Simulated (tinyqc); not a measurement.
Standing waves and exposure in a photoresist film, step by step. Values are carried at full precision from step to step, so a last printed digit may differ when a step is redone from the rounded ones.

Normal incidence from air. Unexposed resist: N1 = n1 + i k1 with k1 = (A + B) lam/(4 pi), lam in micrometres. r01 = (1 - N1)/(1 + N1), t01 = 2/(1 + N1). Below the resist lie the layer Na = na + i ka and the substrate Ns = ns + i ks: r12 = (r1a + ras x)/(1 + r1a ras x), x = exp(4 pi i Na da/lam), r1a = (N1 - Na)/(N1 + Na), ras = (Na - Ns)/(Na + Ns). With p = exp(2 pi i N1 d/lam), the field at depth z is E(z) = t01 [exp(2 pi i N1 z/lam) + r12 p^2 exp(-2 pi i N1 z/lam)]/(1 + r01 r12 p^2), the relative intensity I(z) = n1 |E(z)|^2 and the reflectance R = |(r01 + r12 p^2)/(1 + r01 r12 p^2)|^2.

Parameters, chosen for this exercise (a resist on polySi, indices near tabulated ones; shifted at random, so the results belong to these values and not to a real crystal): lam = 365 nm (vacuum wavelength); n1 = 1.73 (resist index); A = 0.64 1/micrometre (bleachable absorption (Dill A)); B = 0.04 1/micrometre (fixed absorption (Dill B)); d = 883 nm (resist thickness); ns = 4.903 (substrate n); ks = 2.627 (substrate k); na = 1.765 (n of the bottom antireflection layer); ka = 0.312 (its k); da = 59 nm (its thickness); C = 0.025 cm^2/mJ (exposure rate (Dill C)); D = 60 mJ/cm^2 (incident dose); Ld = 5 nm (diffusion length of the post-exposure bake).

## Interface coefficients

Form N1, r01, t01 and r12.

N1 = 1.73000+0.01975i
r01 = -0.2674-0.0053i
t01 = 0.7326-0.0053i
r12 = 0.2017+0.0964i
|r12|^2 = 0.0500

Next to the bottom the intensity swings by a factor ((1 + |r12|)/(1 - |r12|))^2 = 2.48 between antinode and node; without the layer |r12|^2 would be 0.3307.

## Round trip and reflectance

Form p^2, the denominator and R; the period of the standing wave is lam/(2 n1).

p^2 = -0.3764+0.3990i
1 + r01 r12 p^2 = 1.0308-0.0112i
R = 0.1386
period = 105.49 nm

The film holds 8.37 periods.

## Intensity and exposure over the lowest period

Nine depths from d - period to d. Without bleaching during the exposure the share of unexposed compound is m = exp(-C D I).

Profile:
```
z (nm)      I      m
777.5   0.730  0.334
790.7   0.735  0.332
803.9   0.621  0.394
817.1   0.453  0.507
830.3   0.327  0.613
843.4   0.314  0.625
856.6   0.419  0.533
869.8   0.579  0.420
883.0   0.696  0.352
```

I runs from 0.314 to 0.735 on these points, so m runs from 0.332 to 0.625; the least exposed point listed lies 39.6 nm above the bottom.

## Smoothing by the bake

Gaussian diffusion of length Ld multiplies a cosine of period L by exp(-2 pi^2 Ld^2/L^2). Give that factor, and the Ld that leaves 10 %.

factor = 0.957
Ld for 10 % = 36.03 nm

## Checks

- R against the transfer-matrix product: both 0.13860.

tinyqc: `OMP_NUM_THREADS=1 python tinyqc.py 1650999 1651000 out.jsonl`; about 0.01 s, one thread, shared Intel(R) Xeon(R) Processor @ 2.30GHz.
